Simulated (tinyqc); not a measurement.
Closing and inverting the gap: three-level Kane dispersion of a narrow-gap semiconductor.

Zero of energy at Gamma8, c = hbar^2/2m0, P^2 = Ep c. The free-electron term and remote bands are left out, so the heavy holes are flat at E = 0 and the other three bands obey E (E - Eg)(E + Dso) = P^2 k^2 (E + 2 Dso/3). The conduction band is the highest root; its edge is Ec = max(Eg, 0).

Constants: hbar^2/2m0 = 3.80998211 eV angstrom^2.

Inputs chosen for the exercise (out of a larger set: a narrow-gap II-VI alloy; not measured data):
```
symbol  value  unit        meaning
Dso     0.99   eV          spin-orbit splitting
Ep      18.9   eV          Kane energy
k       0.034  1/angstrom  wave vector
```

Eg is varied at fixed k, Dso and Ep. Edge mass: Eg (Eg + Dso)/(Ep (Eg + 2 Dso/3)) for Eg > 0, 3 |Eg|/(2 Ep) for Eg < 0. The Gamma6 weight of the conduction state is 1/(1 + P^2 k^2 [(2/3)/E^2 + (1/3)/(E + Dso)^2]).

Results:
```
Eg (eV)      m0*  highest root (eV)  middle (eV)  lowest (eV)  E - Ec (meV)  Gamma6 weight
-0.200   0.01587             0.1635      -0.3275      -1.0259         163.5          0.323
-0.100   0.00794             0.2003      -0.2683      -1.0220         200.3          0.416
-0.040   0.00317             0.2271      -0.2372      -1.0200         227.1          0.477
-0.010   0.00079             0.2419      -0.2229      -1.0191         241.9          0.509
0.010    0.00079             0.2523      -0.2138      -1.0185         242.3          0.529
0.040    0.00311             0.2686      -0.2010      -1.0177         228.6          0.560
0.100    0.00759             0.3040      -0.1779      -1.0161         204.0          0.618
0.200    0.01464             0.3703      -0.1463      -1.0139         170.3          0.704
```

The edge mass vanishes with |Eg| from both sides, yet the kinetic energy at this k stays finite, at most 242.3 meV in the table; at Eg = 0 the two-level form, without the split-off band, gives the linear value sqrt(2/3) P k = 235.6 meV. The Gamma6 weight of the conduction state goes smoothly from 0.32 to 0.70 and is 0.51 and 0.53 in the two rows next to Eg = 0: at finite k nothing jumps at the inversion.

tinyqc: `OMP_NUM_THREADS=1 python tinyqc.py 1050302 1050303 out.jsonl`; about 0.01 s, one thread, shared Intel(R) Xeon(R) Processor @ 2.30GHz.
